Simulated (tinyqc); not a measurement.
Nucleation and growth of vacancy voids in a cooling silicon-like crystal: one step, computed by the program tinyqc.

Spherical voids; vacancies are lost only to voids.

Problem. Nucleation rate at T with the initial excess. C_e = C_m exp[-(E_f/k_B)(1/T - 1/T_m)]; D = D0 exp(-E_m/(k_B T)); f = k_B T ln(C/C_e); r* = 2 gamma/(rho f); W* = 16 pi gamma^3/(3 rho^2 f^2); Z = f/sqrt(12 pi W* k_B T); I = rho Z (4 pi r* D C) exp(-W*/(k_B T)).

Inputs (values chosen for the exercise, close to those used for silicon):

| quantity | value | unit |
|---|---|---|
| vacancy density at the melting point C_m | 4.7e+14 | 1/cm^3 |
| formation energy E_f | 4.04 | eV |
| melting point T_m | 1685 | K |
| diffusion prefactor D0 | 0.00032 | cm^2/s |
| migration energy E_m | 0.39 | eV |
| site density rho | 5e+22 | 1/cm^3 |
| void surface energy gamma | 0.802 | J/m^2 |
| temperature of the worked step T | 1370 | K |

initial excess C = 5.823529e+13 1/cm^3

Constants: k_B = 8.617333262e-05 eV/K; k_B = 1.380649e-23 J/K; e = 1.602176634e-19 C.

Give: C_e; D; driving force f; critical radius r*; W*/(k_B T); rate I.

Solution.

C_e = 7.830e+11 1/cm^3

D = 1.176e-05 cm^2/s

driving force f = 0.5087 eV

critical radius r* = 0.3936 nm

W*/(k_B T) = 27.51

rate I = 2.548e+12 1/(cm^3 s)

Cooling by 10 K multiplies I by 11: nucleation switches on within a narrow range of temperature. Caution: at such a rate voids would have used up the initial excess before the crystal cooled to this T.
